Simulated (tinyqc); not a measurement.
# From one set of inputs to another, one input at a time

Model: millisecond and nanosecond annealing: surface heating, thermal budget and solid-phase regrowth. Computed by tinyqc, a small Python program. Command: `OMP_NUM_THREADS=1 python tinyqc.py 3018699 3018700 out.jsonl flash ladder`. One thread of a shared host (Intel(R) Xeon(R) Processor @ 2.30GHz), about 0.04 s of CPU time with the checks.

A square pulse heats the surface of a thick wafer with constant thermal properties; losses by radiation are neglected and silicon melts at 1414 C.

The inputs printed are set A. Set A is modelled on hot silicon with arsenic; the values taken over come from a set modelled on hot silicon with phosphorus. Inputs not listed in the table keep their values of set A, so the rows need not describe a real material.

Inputs (values chosen for the exercise, modelled on hot silicon with arsenic):
```
quantity                      value        unit
incident fluence                 13      J/cm^2
pulse length t_p            0.00061           s
reflectance R                  0.51           -
thermal conductivity k         0.25    W/(cm K)
heat capacity per volume c     2.27  J/(cm^3 K)
preheat temperature T0          800           C
dopant prefactor D0            10.4      cm^2/s
dopant activation energy E     3.97          eV
regrowth prefactor v0       3.6e+08        cm/s
regrowth energy E_v            2.72          eV
amorphous layer                 5.2          nm
```

Source: flash lamp.

Constants: k_B = 8.617333262e-05 eV/K.

Method:
- Absorbed flux q = (1 - R) fluence/t_p; kappa = k/c. With f(z, t) = (2 q/k) sqrt(kappa t) ierfc(z/(2 sqrt(kappa t))), ierfc(x) = exp(-x^2)/sqrt(pi) - x erfc(x): T = T0 + f(z, t) during the pulse and T0 + f(z, t) - f(z, t - t_p) after it.
- At the surface the rise at the end of the pulse is 2 q sqrt(t_p/(pi k c)); the fluence that just melts the surface scales with (1414 - T0).
- Temperatures in kelvin are T(C) + 273.15.
- Integrate exp(-E/(k_B T(t))) at the surface from 0 to 10 t_p (Gauss-Legendre, 60 points in sqrt(t) up to t_p and 60 in sqrt(t - t_p) after it). (Dt) = D0 x integral with E; regrowth = v0 x integral with E_v; effective time = integral/exp(-E/(k_B T_peak)).

Each row keeps all changes above it:
```
input moved                                                              from            to  diffusion length 2 sqrt(Dt) (nm)  possible regrowth (nm)  effective time over t_p
set A                                                                       -             -                         1.097e-01               3.508e+02                   0.2425
thermal conductivity k (W/(cm K))                                        0.25          0.22                         1.411e-01               4.831e+02                   0.2336
preheat temperature T0 (C)                                                800           500                         2.181e-03               1.253e+00                   0.1437
dopant prefactor D0 (cm^2/s) and dopant activation energy E (eV)   10.4, 3.97    3.94, 3.65                         6.707e-03               1.253e+00                   0.1563
pulse length t_p (s) and incident fluence (J/cm^2)                0.00061, 13  0.0028, 45.4                         3.372e-01               6.095e+02                   0.1400
heat capacity per volume c (J/(cm^3 K))                                  2.27          2.14                         4.117e-01               8.197e+02                   0.1396
reflectance R                                                            0.51          0.43                         1.154e+00               3.793e+03                   0.1385
```

Diffusion length 2 sqrt(Dt) goes from 0.110 to 1.15, a factor 10.5 in all. The largest single move comes from preheat temperature T0 (a factor 0.0155), but it runs against the net change; the largest move in the direction of the net change is pulse length t_p with incident fluence (a factor 50.3). Possible regrowth goes from 351 to 3790, a factor 10.8 in all. The largest single move comes from pulse length t_p with incident fluence (a factor 486), and preheat temperature T0 works against it (a factor 0.00259). Effective time over t_p goes from 0.243 to 0.139, a factor 0.571 in all. The largest single move comes from preheat temperature T0 (a factor 0.615), and dopant prefactor D0 with dopant activation energy E works against it (a factor 1.09). The single moves hold for this order of the switches; the total does not depend on the order.

Caution (all rows): equilibrium diffusivities are used; implant damage enhances diffusion, and k and c vary with temperature. Caution (rows set A, thermal conductivity k, pulse length t_p, heat capacity per volume c, reflectance R): the peak lies above 1150 C, and amorphous silicon melts some 200 to 250 K below the crystal, so a layer that has not regrown before the peak may melt instead. Caution (rows set A, thermal conductivity k): at this preheat temperature the layer would already regrow within five seconds or less before the pulse. Caution (rows set A, thermal conductivity k, preheat temperature T0, dopant prefactor D0): a diffusion length below the atomic spacing of 0.235 nm means about one jump per atom or fewer, so the profile does not change measurably.

Extremes, crossings and ranges named in words are read from the listed rows.
